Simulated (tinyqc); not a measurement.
From results back to parameters: Wannier function of the lower band of a two-orbital chain. Four cases, with inputs chosen for the exercise.

Problem. A band E(k) = H0 + 2 H1 cos(ka) + 2 H2 cos(2ka) is known at k = 0, pi/2a and pi/a. The values come from hidden hoppings; c = hbar^2/2m0.

Constants: hbar^2/2m0 = 3.80998211 eV angstrom^2.
Find: H0, H1, H2; m0/m at k = 0.

Method. H0 = (E0 + 2 E1 + E2)/4, H1 = (E0 - E2)/4, H2 = (E0 - 2 E1 + E2)/8; the curvature at k = 0 gives m0/m = -(H1 + 4 H2) a^2/c.

Case 1.

Values chosen: a = 3.5 angstrom (period).

E (eV): 0 -2.0310, pi/2a -2.2450, pi/a -1.5150

Solution.

H0, H1, H2 (eV): -2.009  -0.129  0.118

m0/m at k = 0 = -1.103

Case 2.

Values chosen: a = 5.8 angstrom (period).

E (eV): 0 -4.1890, pi/2a -2.7750, pi/a -1.8570

Solution.

H0, H1, H2 (eV): -2.899  -0.583  -0.062

m0/m at k = 0 = 7.337

Case 3.

Values chosen: a = 4.7 angstrom (period).

E (eV): 0 -4.2540, pi/2a -3.1280, pi/a -1.4420

Solution.

H0, H1, H2 (eV): -2.988  -0.703  0.070

m0/m at k = 0 = 2.453

Case 4.

Values chosen: a = 4.6 angstrom (period).

E (eV): 0 -2.4190, pi/2a -1.8410, pi/a -0.4790

Solution.

H0, H1, H2 (eV): -1.645  -0.485  0.098

m0/m at k = 0 = 0.517

Computed by tinyqc, one run a case: `OMP_NUM_THREADS=1 python tinyqc.py N N+1 out.jsonl` with N = 1452080, 1452147, 1452268, 1452339; one thread of a shared Intel(R) Xeon(R) Processor @ 2.30GHz, about 0.2 s a run at most.
